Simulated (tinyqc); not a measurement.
## Reverse leakage of an n+-p junction: diffusion, generation, trap-assisted and band-to-band tunnelling: leakage components against the temperature

One-sided abrupt junction in the depletion approximation, x from the junction (0) to W on the p side, field F = F0 (1 - x/W). Flat quasi-Fermi levels, long p side. Traps generate through SRH with both lifetimes shortened by 1 + Gamma (Hurkx enhancement, form for moderate fields); band-to-band generation is local and needs a total bending above Eg.

Nc and Nv are given at 350 K and scale as (T/350 K)^1.5; all else is held fixed. ni = sqrt(Nc Nv) exp(-Eg/(2 Vt)), Eg in volts; Vbi = Vt ln(Na Nd/ni^2); W = sqrt(2 eps0 eps_r (Vbi + VR)/(q Na)); F0 = 2 (Vbi + VR)/W; FG = sqrt(24 mt m0 (kB T)^3)/(q hbar); J_diff = q ni^2 sqrt(Dn/tau)(1 - exp(-VR/Vt))/Na. u = (Vbi + VR)(1 - x/W)^2, p = Na exp(-u/Vt), n = Nd exp((u - Vbi - VR)/Vt); G0 = ni^2 (1 - exp(-VR/Vt))/(tau (n + p + 2 ni cosh(Et/Vt))); Gamma = 2 sqrt(3 pi)(F/FG) exp((F/FG)^2); trap-assisted part G0 Gamma; G_bb = Ab F^2.5 exp(-Bb/F) with F in V/cm, zero unless Vbi + VR > Eg. Currents are q times the integrals over 0 to W; J_bb under 1e-8 of J is printed as 0; rows with F0/FG above 2.2, beyond the range of this Gamma, are left out.

Values chosen for this exercise; band and dielectric values close to those of In0.53Ga0.47As:

| symbol | value | unit | meaning |
|---|---|---|---|
| Eg | 0.73 | eV | band gap |
| eps_r | 14 |  | relative permittivity |
| Nc | 2.68e17 | cm^-3 | conduction-band density of states at the reference temperature |
| Nv | 9.67e18 | cm^-3 | valence-band density of states at the reference temperature |
| Na | 2.7e17 | cm^-3 | acceptor density of the lighter side |
| Nd | 1e19 | cm^-3 | donor density of the heavier side |
| tau | 5e-7 | s | SRH lifetime of both carriers at zero field |
| Et | 0 | eV | trap level above the intrinsic level |
| mt | 0.053 | m0 | tunnelling mass |
| Dn | 4.4 | cm^2/s | electron diffusion coefficient on the lighter side |
| Ab | 3.6e16 | cm^-0.5 V^-2.5 s^-1 | band-to-band prefactor |
| Bb | 6.03e6 | V/cm | band-to-band field constant |
| VR | 1.1 | V | reverse bias |

Constants: q = 1.602176634e-19 C, kB = 1.380649e-23 J/K, hbar = 1.054571817e-34 J s, m0 = 9.1093837015e-31 kg, Vt = kB T/q, eps0 = 8.8541878128e-14 F/cm where lengths are in cm. Results are converted to the units shown.

Result of one run:
```
T (K),F0 (kV/cm),F0/FG,J_diff (A/cm^2),J_SRH (A/cm^2),J_TAT (A/cm^2),J_bb (A/cm^2),J (A/cm^2),largest part
310,358,2.01,4.30e-9,1.23e-6,8.54e-5,0.0107,0.0107,band-to-band tunnelling
```

What becomes of these results when the temperature T is changed from 310 to 400 K, all else the same?

Result of the changed run:
```
T (K),F0 (kV/cm),F0/FG,J_diff (A/cm^2),J_SRH (A/cm^2),J_TAT (A/cm^2),J_bb (A/cm^2),J (A/cm^2),largest part
400,356,1.36,4.32e-6,4.04e-5,5.38e-4,0.00932,0.00990,band-to-band tunnelling
```

The whole series:
```
T (K),F0 (kV/cm),F0/FG,J_diff (A/cm^2),J_SRH (A/cm^2),J_TAT (A/cm^2),J_bb (A/cm^2),J (A/cm^2),largest part
310,358,2.01,4.30e-9,1.23e-6,8.54e-5,0.0107,0.0107,band-to-band tunnelling
340,358,1.75,6.32e-8,4.78e-6,1.60e-4,0.0102,0.0104,band-to-band tunnelling
370,357,1.53,6.14e-7,1.51e-5,2.99e-4,0.00979,0.0101,band-to-band tunnelling
400,356,1.36,4.32e-6,4.04e-5,5.38e-4,0.00932,0.00990,band-to-band tunnelling
430,355,1.22,2.35e-5,9.56e-5,9.29e-4,0.00884,0.00989,band-to-band tunnelling
```

J falls from 0.0107 to 0.00989 A/cm^2. Band-to-band tunnelling leads at T = 310 and in all other rows. Activation energies over the table: 0.824 eV for diffusion (Eg = 0.73 eV, raised by the T^3 of ni^2), 0.416 eV for SRH generation (Eg/2 + |Et| = 0.365 eV), 0.228 eV for the trap-assisted part, lower since Gamma grows on cooling; the total shows -0.00993 eV at the cold end and -6.11e-4 eV at the hot end.

Range of the model: The n+ side is degenerate, so Vbi from Boltzmann statistics is only a guide.

Numbers from tinyqc (`OMP_NUM_THREADS=1 python tinyqc.py 2290017 2290018 out.jsonl`; about 0.01 s on one thread of a shared Intel Xeon 2.30GHz).
